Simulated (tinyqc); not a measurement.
Electron-beam lithography: double-Gaussian proximity function, edge placement and dose correction for parallel lines: one step, computed by the program tinyqc. Command: `OMP_NUM_THREADS=1 python tinyqc.py 3110469 3110470 out.jsonl proximity walk`. One thread of a shared host (Intel(R) Xeon(R) Processor @ 2.30GHz), about 0.01 s of CPU time with the checks.

Lines are infinitely long. Absorbed energy is counted so that the middle of a very large area written at dose 1 receives 1; the resist develops where it exceeds 1/2.

Problem. Interaction matrix. f(r) = [exp(-r^2/alpha^2)/alpha^2 + eta exp(-r^2/beta^2)/beta^2]/(pi (1 + eta)). A line from a to b at dose d gives E(x) = d [S(alpha) + eta S(beta)]/(1 + eta), S(s) = [erf((b - x)/s) - erf((a - x)/s)]/2. M_ij is the mean of E at the two edges of line i from line j at dose 1.

Inputs (values chosen for the exercise, of the order of those for 20 keV electrons in resist on silicon): forward range alpha = 0.019 micrometre; backscatter range beta = 2.3 micrometre; backscatter ratio eta = 0.48.

Lines (micrometre):
```
line,left edge,right edge,centre
1,0.000,0.034,0.017
2,0.154,0.494,0.324
3,1.694,2.354,2.024
4,2.429,2.463,2.446
5,2.549,4.249,3.399
```

Give: M.

Solution.

M:
```
,1,2,3,4,5
1,0.33670,0.02652,0.02461,0.00089,0.01788
2,0.00264,0.36469,0.03044,0.00116,0.02550
3,0.00128,0.01569,0.38894,0.00257,0.09272
4,0.00089,0.01156,0.05044,0.33670,0.11058
5,0.00045,0.00606,0.03513,0.00208,0.45202
```
